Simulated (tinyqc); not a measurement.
Front-illuminated p-i-n photodiode, quantum efficiency and bandwidth: one step of the calculation.

Light enters through a p layer (0 to xp), a depleted layer (xp to xp + wi) and a thick n substrate, decaying as exp(-al x); one pass, no back reflection. Carriers made in the depleted layer are all collected; those in the neutral layers diffuse.

Task. Quantum efficiency. k = al Ln, s = S Ln/Dn, e = exp(-al xp); front layer f1 = (k/(k^2 - 1)) {[s + k - e (s cosh(xp/Ln) + sinh(xp/Ln))]/[s sinh(xp/Ln) + cosh(xp/Ln)] - k e}; depleted layer f2 = e (1 - exp(-al wi)); substrate f3 = e exp(-al wi) al Lp/(1 + al Lp); external efficiency (1 - Rf)(f1 + f2 + f3); responsivity = efficiency q lam/(h c).

Inputs (values chosen for the exercise); values close to those of silicon at this wavelength:
- lam = 650 nm (wavelength)
- al = 3430 1/cm (absorption coefficient)
- Rf = 0.1 (reflectance of the front face)
- xp = 0.057 um (thickness of the front p layer)
- wi = 3.4 um (thickness of the depleted layer)
- Dn = 7.6 cm^2/s (electron diffusion coefficient in the p layer)
- Ln = 6.3 um (electron diffusion length in the p layer)
- S = 900 cm/s (recombination velocity of the front surface)
- Lp = 4.2 um (hole diffusion length in the thick n substrate)

Constants: q = 1.602176634e-19 C, h = 6.62607015e-34 J s, c = 299792458 m/s. Results are converted to the units shown.

Wanted: s; f1; f2; f3; external efficiency; responsivity.

Result.

s = 0.07461
f1 = 0.01935
f2 = 0.6751
f3 = 0.1803
external efficiency = 0.7873
responsivity = 0.4128 A/W

The front layer absorbs 1.94 % of the light that enters and collects 100 % of that. Diffusion from the neutral layers makes up 22.8 % of the current.

Computed by the program tinyqc: `OMP_NUM_THREADS=1 python tinyqc.py 2250023 2250024 out.jsonl`, one thread of a shared Intel Xeon 2.30GHz, about 0.01 s for the whole run.
